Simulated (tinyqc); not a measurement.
# Weibull slope from two areas

Problem. Oxide breakdown times follow a Weibull law, F = 1 - exp(-(t/t63)^beta). For defects spread at random t63 goes as A^(-1/beta). Find beta and the time at which the share Fp of the area-A2 devices has failed, t63(A2) (-ln(1 - Fp))^(1/beta).

Parameters, values chosen for the exercise: area of a test capacitor A1 = 170 um^2; gate area of the product A2 = 1.1e6 um^2; allowed share of failed products Fp = 1e-5.

t63 at the areas A1 and A2 (s): 170  10.025643

Solution. beta = ln(A2/A1)/ln(t63(A1)/t63(A2)).

beta = 3.10
time to Fp = 0.244 s

Computed by the program tinyqc: `OMP_NUM_THREADS=1 python tinyqc.py 2070059 2070060 out.jsonl`, one thread of a shared Intel Xeon 2.30GHz, about 0.01 s for the whole run.
